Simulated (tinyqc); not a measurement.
Boltzmann transport in a parabolic band with a power-law relaxation time: sweeps and comparisons. A value that a table varies takes the place of the one given here.

F_j(eta) = (1/Gamma(j + 1)) integral_0^infinity x^j dx/(1 + exp(x - eta)), which tends to exp(eta) for eta << 0.

n = N F_1/2(eta) with N = 2 (m kB T/(4 pi c))^(3/2) with c = hbar^2/2m0, in 1/angstrom^3; times 1e24 for 1/cm^3, m = md.

tau = tau0 x^r with x = E/kT. With K_j = Gamma(j + 1) F_j(eta): <tau> = tau0 (r + 3/2) K_(r+1/2)/((3/2) K_(1/2)); mu = <tau>/(mc m0/e), m0/e = 5.685630e-12 kg/C; Hall factor rH = (3/2) K_(1/2) (2r + 3/2) K_(2r+1/2)/((r + 3/2) K_(r+1/2))^2; Seebeck S = -(kB/e) [(r + 5/2) K_(r+3/2)/((r + 3/2) K_(r+1/2)) - eta]; Lorenz number L = (kB/e)^2 [(r + 7/2) K_(r+5/2)/((r + 3/2) K_(r+1/2)) - ((r + 5/2) K_(r+3/2)/((r + 3/2) K_(r+1/2)))^2]; kB/e in V/K. Valley anisotropy is left out of rH.

Constants: hbar^2/2m0 = 3.80998211 eV angstrom^2; kB = 8.617333262e-05 eV/K.

Parameters, chosen for this exercise (masses near those of Ge; tau0 is set for a mobility of the usual size at this n, kL is a free input; freeze-out and phonon drag, which matter near 77 K, are left out; the results hold for these values, not for the real material):
- md = 0.554 m0 (density-of-states mass)
- mc = 0.1195 m0 (conductivity mass)
- tau0 = 180 fs (tau at E = kT)
- r = -0.5 (exponent of tau)
- T = 200 K
- kL = 32 W/(m K) (lattice thermal conductivity)
- ta = 190 fs (acoustic tau at E = kT and 300 K)
- ti = 170 fs (impurity tau at E = kT and 300 K)
- n = 5.5e+17 1/cm^3 (electron density)

## Doping: the thermoelectric optimum

tau0 is held fixed. sigma = e n mu with e = 1.602176634e-19 C; ZT = S^2 sigma T/(kL + L sigma T).

Results:
```
n (1/cm^3)    eta  mu (cm^2/(V s))  sigma (S/cm)     rH  S (microvolt/K)  L (1e-8)  S^2 sigma (mW/(m K^2))      ZT
6.0e+16     -4.54         1.99e+03          19.1  1.177             -564     1.487                   0.608  0.0038
2.0e+17     -3.33         1.98e+03          63.5  1.176             -460     1.492                    1.35  0.0084
6.0e+17     -2.20         1.96e+03           189  1.171             -367     1.505                    2.54   0.016
2.0e+18     -0.91         1.90e+03           608  1.156             -266     1.548                    4.30   0.027
3.0e+18     -0.44         1.86e+03           892  1.146             -233     1.577                    4.85   0.030
7.0e+18      0.65         1.72e+03      1.92e+03  1.116             -168     1.681                    5.42   0.033
1.0e+19      1.19         1.63e+03      2.61e+03  1.100             -143     1.747                    5.31   0.032
3.0e+19      3.43         1.30e+03      6.23e+03  1.047              -77     2.036                    3.74   0.022
6.0e+19      5.70         1.07e+03      1.03e+04  1.023              -49     2.225                    2.49   0.014
1.0e+20      8.13              912      1.46e+04  1.012              -35     2.324                    1.78  0.0092
```

What does this show, and why?

|S| falls by 197 microvolt/K from the first to the third row (198 a decade in the non-degenerate range; holes, which count near the intrinsic density, and non-parabolicity are left out). The power factor peaks at 7e+18 1/cm^3 of those listed (eta = 0.65, S = -168); ZT is largest at 7e+18 1/cm^3 (eta = 0.65). mu changes by a factor 0.46 over the table and rH goes from 1.177 to 1.012. A real tau0 would fall with doping.

## The scattering mechanism

eta = -2.29191

Same eta for each exponent.

Results:
```
r                                     mechanism  <tau>/tau0     rH  S (microvolt/K)  L (1e-8 W ohm/K^2)
-0.5                           acoustic phonons       0.742  1.171           -374.0               1.503
0.0                  a constant relaxation time       1.000  1.000           -416.6               1.864
0.5   polar optical or piezoelectric scattering       1.520  1.101           -459.2               2.228
1.5                          ionised impurities       4.615  1.906           -544.3               2.961
```

What can be read from the table?

From r = -1/2 to 3/2 |S| grows by 170.3 microvolt/K, against 2 kB/e = 172.3 in the non-degenerate limit: scattering that favours fast electrons raises the mean energy carried. rH is 1 only for constant tau and reaches 1.906 for r = 3/2; L spans 1.503 to 2.961 against the metallic 2.443.

## Mobility against temperature (two scattering mechanisms together, and the Matthiessen rule)

Non-degenerate electrons. 1/tau(x) = x^(1/2)/tA + 1/(tI x^(3/2)), x = E/kT, with tA = ta (T/300)^(-3/2) and tI = ti (T/300)^(3/2) (the screening logarithm is held fixed). <tau> = integral x^(3/2) tau exp(-x) dx/Gamma(5/2); mu = <tau>/(mc m0/e), m0/e = 5.685630e-12 kg/C. Matthiessen: 1/mu = 1/muA + 1/muI with <tau>A = tA Gamma(2)/Gamma(5/2), <tau>I = tI Gamma(4)/Gamma(5/2).

rH = <tau^2>/<tau>^2. ta and ti are inputs of their own, not tied to tau0.

Mobilities (cm^2/(V s)):
```
T (K)  acoustic  impurity  Matthiessen     exact     rH  Matthiessen/exact
40     4.32e+04       550          543       528  1.827              1.028
60     2.35e+04  1.01e+03          969       896  1.673              1.081
80     1.53e+04  1.56e+03     1.41e+03  1.22e+03  1.514              1.158
120    8.32e+03  2.86e+03     2.13e+03  1.61e+03  1.284              1.318
160    5.40e+03  4.40e+03     2.42e+03  1.72e+03  1.158              1.409
220    3.35e+03  7.09e+03     2.28e+03  1.62e+03  1.071              1.409
300    2.10e+03  1.13e+04     1.77e+03  1.34e+03  1.034              1.319
400    1.37e+03  1.74e+04     1.27e+03  1.04e+03  1.031              1.217
550         847  2.80e+04          823       729  1.049              1.128
```

What can be read from the table?

The exact mobility peaks at 160 K of those listed. The two mechanisms are equal between 160 and 220 K. The rule overestimates everywhere, most at 160 K (by 41 %), since impurities stop the slow electrons and phonons the fast ones. rH runs between 1.031 and 1.827; the pure limits are 1.178 and 1.933, and the mixture dips below both, since the opposite energy slopes of the two rates leave tau nearly constant. Optical and intervalley phonons, left out, lower real mobilities above about 150 K.

## What moves the coefficients

sigma = e n mu with e = 1.602176634e-19 C; ZT = S^2 sigma T/(kL + L sigma T). Each row changes one parameter from the base and keeps the others.

Results:
```
case                mu (cm^2/(V s))  sigma (S/cm)  S (microvolt/K)      ZT
base                           1965         173.2           -374.0  0.0151
md = 0.72 m0                   1974         173.9           -407.5  0.0180
mc = 0.1553 m0                 1512         133.2           -374.0  0.0116
n = 1.1e+18 1/cm^3             1939         341.7           -315.5  0.0212
tau0 = 270 fs                  2948         259.7           -374.0  0.0227
kL = 16 W/(m K)                1965         173.2           -374.0  0.0302
T = 250 K                      1973         173.8           -402.5  0.0220
```

How do the results move?

The largest shifts from the base row, up to three for each result and ties (the steps differ in size, so this ranks the rows, not the parameters). mu (cm^2/(V s)): tau0 +983, mc -453, n -26.5; unchanged at the printed digits by kL. sigma (S/cm): n +168, tau0 +86.6, mc -39.9; unchanged at the printed digits by kL. S (microvolt/K): n +58.5, md -33.5, T -28.5; unchanged at the printed digits by mc, tau0 and kL. ZT: kL +0.0151, tau0 +0.00754, T +0.00685. The row for T keeps tau0 fixed; for phonon scattering tau0 itself falls as T rises.

Program tinyqc; command `OMP_NUM_THREADS=1 python tinyqc.py 1680224 1680225 out.jsonl`; about 0.01 s on one thread of a shared Intel(R) Xeon(R) Processor @ 2.30GHz.
